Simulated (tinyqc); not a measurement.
# Diffused layer (complementary error function), carriers, mobility and sheet resistance: effects of single changes

An n-type layer from the surface x = 0 to the junction xj, N(x) = N0 erfc(x/Ld). Local neutrality (no depletion at surface or junction, no spilling of carriers), intrinsic carriers neglected, full ionisation of active dopants.

Inputs (values chosen for the exercise); values close to those of phosphorus in silicon over a p-type background:

| symbol | value | unit | meaning |
|---|---|---|---|
| T | 400 | K | temperature |
| Nb | 1.4e17 | cm^-3 | background doping of the opposite type |
| N0 | 4.1e19 | cm^-3 | peak chemical concentration |
| m1 | 69.7 | cm^2/(V s) | mobility limit at high doping |
| m2 | 1470 | cm^2/(V s) | mobility limit at low doping, at 300 K |
| Nr | 9.54e16 | cm^-3 | reference doping of the mobility law |
| am | 0.721 |  | exponent of the mobility law |
| bt | 2 |  | temperature exponent of m2 |
| Ns | 3.87e20 | cm^-3 | solubility limit of active dopant |
| Ld | 16 | nm | diffusion length 2 sqrt(D t) |

Constants: q = 1.602176634e-19 C. Results are converted to the units shown.

Each table varies one quantity; the others keep the values above.

## Effect of the peak chemical concentration

erfc(xj/Ld) = Nb/N0. Active dopant A = min(N, Ns); n = A - Nb; mobility mu = m1 + (m2 (T/300 K)^(-bt) - m1)/(1 + ((A + Nb)/Nr)^am). Dose = integral of N, carrier sheet density = integral of n, 1/Rs = q integral of n mu, mean mobility 1/(q Rs sheet density), Hall mobility (unit Hall factor) = integral of n mu^2 over integral of n mu, Hall sheet density = (integral of n mu)^2/integral of n mu^2; all from 0 to xj. Integrals on 4000 steps.

Effect of the peak chemical concentration:

| N0 (cm^-3) | xj (nm) | dose (cm^-2) | carriers (cm^-2) | Rs (ohm/square) | mean mobility (cm^2/(V s)) | Rs xj (ohm nm) | Hall/true sheet density |
|---|---|---|---|---|---|---|---|
| 1.4e18 | 18.61 | 1.198e12 | 9.371e11 | 3.516e4 | 189.4 | 6.543e5 | 0.9780 |
| 3.4e18 | 23.10 | 3.011e12 | 2.687e12 | 1.565e4 | 148.4 | 3.614e5 | 0.9614 |
| 8.1e18 | 26.93 | 7.259e12 | 6.882e12 | 7626 | 118.9 | 2.054e5 | 0.9533 |
| 2e19 | 30.51 | 1.801e13 | 1.758e13 | 3605 | 98.51 | 1.100e5 | 0.9579 |
| 4.7e19 | 33.60 | 4.238e13 | 4.191e13 | 1721 | 86.52 | 5.783e4 | 0.9697 |
| 1.1e20 | 36.45 | 9.925e13 | 9.874e13 | 796.7 | 79.34 | 2.904e4 | 0.9817 |
| 2.8e20 | 39.38 | 2.527e14 | 2.522e14 | 330.8 | 74.83 | 1.303e4 | 0.9910 |
| 6.6e20 | 41.91 | 5.957e14 | 5.132e14 | 166.8 | 72.93 | 6989 | 0.9952 |
| 1.6e21 | 44.38 | 1.444e15 | 7.275e14 | 118.5 | 72.41 | 5259 | 0.9968 |

Read the table: what changes, and by how much?

As N0 goes from 1.4e18 to 1.6e21, xj rises from 18.6 to 44.4 nm, Rs falls from 35200 to 118 ohm/square, the mean mobility falls from 189 to 72.4 cm^2/(V s) and the share of the dose that conducts goes from 78.2 through a maximum of 99.8 (at N0 = 2.8e20 among the rows listed) to 50.4 %. Rs goes as dose^(-0.88) at the low end and dose^(-0.39) at the high end; constant mobility and activation would give -1. Above N0 = Ns = 3.87e20 cm^-3 added dopant only widens the clipped top. For N0 = 1.4e18, 3.4e18, 8.1e18 depletion at the junction, left out, would remove a tenth of the carriers or more.

## Effect of the background doping of the opposite type

Same model as above.

erfc(xj/Ld) = Nb/N0. Integrals on 4000 steps.

Effect of the background doping of the opposite type:

| Nb (cm^-3) | xj (nm) | dose (cm^-2) | carriers (cm^-2) | Rs (ohm/square) | mean mobility (cm^2/(V s)) | Rs xj (ohm nm) | Hall/true sheet density |
|---|---|---|---|---|---|---|---|
| 1e14 | 53.32 | 3.701e13 | 3.701e13 | 1881 | 89.64 | 1.003e5 | 0.9236 |
| 4.7e14 | 49.64 | 3.701e13 | 3.701e13 | 1882 | 89.63 | 9.341e4 | 0.9245 |
| 2.2e15 | 45.70 | 3.701e13 | 3.700e13 | 1883 | 89.57 | 8.606e4 | 0.9274 |
| 1e16 | 41.51 | 3.701e13 | 3.697e13 | 1889 | 89.39 | 7.840e4 | 0.9354 |
| 4.9e16 | 36.66 | 3.700e13 | 3.682e13 | 1909 | 88.83 | 6.996e4 | 0.9527 |
| 2.3e17 | 31.34 | 3.693e13 | 3.621e13 | 1969 | 87.55 | 6.169e4 | 0.9745 |
| 1.1e18 | 25.05 | 3.658e13 | 3.382e13 | 2168 | 85.14 | 5.430e4 | 0.9913 |
| 5.1e18 | 17.38 | 3.451e13 | 2.564e13 | 2986 | 81.52 | 5.191e4 | 0.9986 |

What does the comparison show?

As Nb goes from 1e14 to 5.1e18, xj falls from 53.3 to 17.4 nm, Rs rises from 1880 to 2990 ohm/square, the mean mobility falls from 89.6 to 81.5 cm^2/(V s) and the share of the dose that conducts falls from 100 to 74.3 %. For Nb = 1.1e18, 5.1e18 depletion at the junction, left out, would remove a tenth of the carriers or more.

tinyqc, about 0.02 s, one thread, Intel Xeon 2.30GHz (shared host): `OMP_NUM_THREADS=1 python tinyqc.py 2110119 2110120 out.jsonl`
